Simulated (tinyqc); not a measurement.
# Doping and barrier from two capacitances

Inverse problem. A Schottky diode on a uniformly doped n-type layer obeys (A/C)^2 = 2 (Vbi - V - Vt)/(q eps0 eps_r Nd) in reverse bias, with phiB = Vbi + Vt ln(Nc/Nd) and image force ignored. Find Nd, Vbi and phiB.

Values chosen for this exercise; band and dielectric values close to those of silicon:
- T = 450 K (temperature)
- eps_r = 11.7 (relative permittivity)
- Nc = 5.14e19 cm^-3 (conduction-band density of states at T)
- A = 0.0055 cm^2 (diode area)

Constants: q = 1.602176634e-19 C, kB = 1.380649e-23 J/K, Vt = kB T/q, eps0 = 8.8541878128e-14 F/cm where lengths are in cm. Results are converted to the units shown.

C at V = -0.2 and -6.5 V (pF): [746.96660, 232.35248]

Solution. The slope of (A/C)^2 against -V gives Nd, the intercept Vbi - Vt, and the Fermi-level depth Vt ln(Nc/Nd) is added for the barrier.

Nd = 1.500e17 cm^-3
Vbi = 0.5137 V
phiB = 0.7400 eV

Numbers from tinyqc (`OMP_NUM_THREADS=1 python tinyqc.py 2020163 2020164 out.jsonl`; about 0.05 s on one thread of a shared Intel Xeon 2.30GHz).
